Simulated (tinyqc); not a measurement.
# Worked calculation: CMOS latch-up, two-transistor model

Program tinyqc, `OMP_NUM_THREADS=1 python tinyqc.py 2670119 2670120 out.jsonl`; Intel Xeon 2.30GHz, shared host, one thread, about 0.07 s. Printed values are rounded.

A parasitic pnp (emitter at Vdd, base shunted by Rw) and npn (emitter at ground, base shunted by Rs) feed each other: the npn collector current flows out of the pnp base node, the pnp collector current into the npn base node. Forward-active transistors with constant gains: Icn = Isn exp(Vn/Vt), Icp = Isp (exp(Vp/Vt) - 1). A current Ii is injected into the npn base node.

Inputs (values chosen for the exercise); values close to those of bulk CMOS: temperature T = 350 K; current gain of the npn bn = 18.6; current gain of the pnp bp = 2; saturation current of the npn at T Isn = 5.6e-13 A; saturation current of the pnp at T Isp = 7.7e-12 A; substrate resistance shunting the npn Rs = 1500 ohm; well resistance shunting the pnp Rw = 240 ohm; resistance from the pnp collector to the npn base R2 = 75 ohm; base-emitter voltage in the on state Von = 0.73 V; saturation voltage Vsat = 0.18 V; supply voltage Vdd = 0.9 V; current injected into the substrate Ii = 0.37 mA.

Constants: q = 1.602176634e-19 C, kB = 1.380649e-23 J/K, Vt = kB T/q. Results are converted to the units shown.

## Holding current and voltage

On state with both base-emitter voltages at Von: npn base current Ib = (Von/Rs + bp Von/Rw)/(bn bp - 1), holding current Ih = (bn + 1) Ib + Von/Rs, holding voltage Vh = Vsat + Von + R2 (Ib + Von/Rs).

bn bp = 37.2
Ib = 0.181492 mA
Ih = 4.04390 mA
Vh = 0.960112 V

Vh is above Vdd = 0.9 V, so the supply cannot sustain a latched state.

## The off branch

| point | Vn (V) |
|---|---|
| 0 | 0.459 |
| 1 | 0.539 |
| 2 | 0.589 |
| 3 | 0.619 |
| 4 | 0.639 |
| 5 | 0.659 |
| 6 | 0.674 |
| 7 | 0.689 |

Node equations: Vp/Rw + Icp/bp = Icn and Vn/Rs + Icn/bn = Icp + Ii. Loop gain G = gn gp/[(1/Rw + gp/bp)(1/Rs + gn/bn)], gn = Icn/Vt, gp = (Icp + Isp)/Vt; the off state ends where G = 1, and Ii there is the trigger current. For each Vn: Icn, then Vp from the first equation, then Ii from the second.

| point | Icn (mA) | Vp (V) | Icp (mA) | Ii (mA) | G |
|---|---|---|---|---|---|
| 0 | 0.0022777 | 5.4665e-4 | 1.4083e-10 | 0.30612 | 7.0249e-9 |
| 1 | 0.032318 | 0.0077564 | 2.2581e-9 | 0.36107 | 1.1723e-7 |
| 2 | 0.16960 | 0.040703 | 2.1988e-8 | 0.40178 | 1.3709e-6 |
| 3 | 0.45856 | 0.11005 | 2.8824e-7 | 0.43732 | 2.4125e-5 |
| 4 | 0.88999 | 0.21360 | 9.1573e-6 | 0.47384 | 9.5508e-4 |
| 5 | 1.7273 | 0.41372 | 0.0069784 | 0.52522 | 0.82609 |
| 6 | 2.8403 | 0.56310 | 0.98805 | -0.38602 | 26.206 |
| 7 | 4.6704 | 0.60731 | 4.2798 | -3.5694 | 32.531 |

Ii peaks at 0.5254 mA, at Vn = 0.6594 V where G = 1; beyond it the loop feeds itself.

## Iteration 1: response to the injected current, once round the loop per iteration

Vn at the start = 0.51 V

Icn = Isn exp(Vn/Vt); Vp solves Vp/Rw + Icp/bp = Icn; Vn(new) solves Vn/Rs + (Isn/bn) exp(Vn/Vt) = Icp + Ii.

Icn = 0.0123556 mA
Vp = 0.00296535 V
Icp = 7.95519e-10 mA
Vn after iteration 1 = 0.551106 V

## Iteration 2: response to the injected current, once round the loop per iteration

As before.

Icn = 0.0482804 mA
Vp = 0.0115873 V
Icp = 3.60682e-9 mA
Vn after iteration 2 = 0.551106 V

## Course of the iteration: response to the injected current, once round the loop per iteration

Stop when Vn changes by less than 1e-9 V, or after 150 iterations. Vn must stay below 1.1 V.

Course of the iteration:

| iteration | Vn (V) | \|change\| (V) |
|---|---|---|
| 1 | 0.551106 | 0.0411 |
| 2 | 0.551106 | 3.73e-9 |
| 3 | 0.551106 | < 1e-14 |

Converged in 3 iterations. The change falls from 0.041 in the first iteration to below the tolerance in the last. An off state exists, since Ii is below the trigger current, the largest Ii that the node equations allow, 0.5254 mA.
